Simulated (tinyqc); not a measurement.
# Remanence, coercive field and barrier from the coefficients

Inverse problem. u = al P^2 + be P^4 - E P (P in uC/cm^2, E in kV/cm, u in mJ/cm^3). Find Pr, the polarisation Pc at which dE/dP = 0, Ec and the barrier u(0) - u(Pr).

al = -60.312483 kV cm/uC
be = 0.0042738438 kV cm^5/uC^3

Solution. Pr^2 = -al/(2 be), Pc^2 = -al/(6 be), Ec = -(4/3) al Pc and the barrier is al^2/(4 be).

Pr = 84.00 uC/cm^2
Pc = 48.50 uC/cm^2
Ec = 3900 kV/cm
barrier = 2.128e5 mJ/cm^3

Numbers from tinyqc (`OMP_NUM_THREADS=1 python tinyqc.py 2860137 2860138 out.jsonl`; about 0.1 s on one thread of a shared Intel Xeon 2.30GHz).
